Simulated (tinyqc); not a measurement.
Inside a calculation. Model: AlGaN/GaN HEMT with access regions, lumped model.

Program tinyqc, `OMP_NUM_THREADS=1 python tinyqc.py 2570008 2570009 out.jsonl`; Intel Xeon 2.30GHz, shared host, one thread, about 0.01 s. Printed values are rounded.

A polarisation-induced electron sheet under a Schottky gate, in series with two ungated access regions and contacts. Drift law v = mu E/(1 + mu E/vs) under the gate. Currents in mA/mm, resistances in ohm mm. No self-heating, no channel-length modulation; fits for polarisation, barrier and offset are chosen for the exercise.

Inputs (values chosen for the exercise); values close to those of AlGaN/GaN structures:

| symbol | value | unit | meaning |
|---|---|---|---|
| x | 0.16 |  | aluminium share of the barrier |
| d | 20 | nm | barrier thickness |
| eps_r | 9.3 |  | relative permittivity of barrier and channel |
| mu | 1200 | cm^2/(V s) | channel mobility |
| vs | 1.4e7 | cm/s | saturation velocity |
| Lg | 0.25 | um | gate length |
| Ls | 1.5 | um | source access length |
| Ld | 4 | um | drain access length |
| Rc | 0.17 | ohm mm | resistance of each contact |
| ft | 0.22 |  | share of the drain-access electrons removed by traps |
| Vg | -0.5 | V | gate voltage |
| Vd | 2 | V | drain voltage |
| Ec | 2.8 | MV/cm | critical field |
| te | 0.31 | um | depth over which the depleted charge spreads |
| tf | 100 | nm | insulator under the field plate |
| ei | 3.9 |  | relative permittivity of that insulator |

Constants: q = 1.602176634e-19 C, eps0 = 8.8541878128e-14 F/cm where lengths are in cm. Results are converted to the units shown.

## Polarisation charge, threshold and sheet resistance

sigma = (5e13 x + 1.6e13 x^2) cm^-2, phiB = 0.84 + 1.3 x, dEc = 0.7 (1.71 x + x^2) in volts, Cb = eps0 eps_r/d, VT = phiB - dEc - q sigma/Cb, access density n0 = -Cb VT/q. Rsh = 1/(q mu n0); largest access current q n0 vs.

sigma = 8.40960e12 cm^-2
Cb = 0.411720 uF/cm^2
VT = -2.43397 V
n0 = 6.25471e12 cm^-2
Rsh = 831.575 ohm
q n0 vs = 1402.96 mA/mm

## Iteration 1: drain current

I at the start = 240 mA/mm

Access resistance R(L, n) = L/(q mu n sqrt(1 - (I/(q n vs))^2)); Rs = Rc + R(Ls, n0), Rd = Rc + R(Ld, (1 - ft) n0). Vg' = Vg - I Rs, Vd' = Vd - I (Rs + Rd); with u = Vg' - VT, Vc = vs Lg/mu and w the smaller of Vd' and Vc [sqrt(1 + 2 u/Vc) - 1] (0 if negative), the channel gives (mu Cb/Lg)(u w - w^2/2)/(1 + w/Vc). I(new) = I + 0.2 (channel current - I).

Rs = 1.43602 ohm mm
Rd = 4.54090 ohm mm
Vg' = -0.844646 V
Vd' = 0.565538 V
channel current = 496.862 mA/mm
I after iteration 1 = 291.372 mA/mm

## Iteration 2: drain current

As before.

Rs = 1.44517 ohm mm
Rd = 4.59420 ohm mm
Vg' = -0.921081 V
Vd' = 0.240297 V
channel current = 362.633 mA/mm
I after iteration 2 = 305.624 mA/mm

## Course of the iteration: drain current

Stop when I changes by less than 1e-6 mA/mm, or after 60 iterations. I must stay below q (1 - ft) n0 vs.

Course of the iteration:

| iteration | I (mA/mm) | \|change\| (mA/mm) |
|---|---|---|
| 1 | 291.372 | 51.4 |
| 2 | 305.624 | 14.3 |
| 3 | 299.535 | 6.09 |
| 4 | 303.115 | 3.58 |
| 5 | 301.218 | 1.90 |
| 6 | 302.292 | 1.07 |
| 7 | 301.704 | 0.589 |
| 8 | 302.032 | 0.329 |
| 9 | 301.851 | 0.182 |
| ... | ... | ... |
| 22 | 301.916 | 8.59e-5 |
| 23 | 301.916 | 4.77e-5 |
| 24 | 301.916 | 2.65e-5 |
| 25 | 301.916 | 1.47e-5 |
| 26 | 301.916 | 8.14e-6 |
| 27 | 301.916 | 4.52e-6 |
| 28 | 301.916 | 2.51e-6 |
| 29 | 301.916 | 1.39e-6 |
| 30 | 301.916 | 7.72e-7 |

Converged in 30 iterations. At the end each change is about 0.55 times the one before, with alternating sign: linear convergence. Of Vd, 8.61 % reaches the channel; the access current is 28 % of its limit.

## On-resistance and breakdown

sigma = (5e13 x + 1.6e13 x^2) cm^-2, phiB = 0.84 + 1.3 x, dEc = 0.7 (1.71 x + x^2) in volts, Cb = eps0 eps_r/d, VT = phiB - dEc - q sigma/Cb, access density n0 = -Cb VT/q. Ron = 2 Rc + Ls/(q mu n0) + Ld/(q mu (1 - ft) n0) + Lg/(mu Cb (Vg - VT)). Off state: a depleted stretch that holds the voltage V has the peak field sqrt(k V), k = 2 q n0/(eps0 eps_r te), so one edge holds V1 = Ec^2/k. The sheet under the plate pinches off at Vf = q n0 (1/Cb + tf/(eps0 ei)); beyond it the gate edge is screened. BV = V1 if Vf >= V1, else Vf + V1, and at most Ec Ld. Specific resistance Ron (Ls + Lg + Ld); figure of merit BV^2 over it.

Ron = 6.11349 ohm mm
Vf = 31.4544 V
V1 = 99.8532 V
BV = 131.308 V
specific resistance = 0.351526 mohm cm^2
figure of merit = 49.0482 MW/cm^2

The plate raises BV by a factor of 1.32.
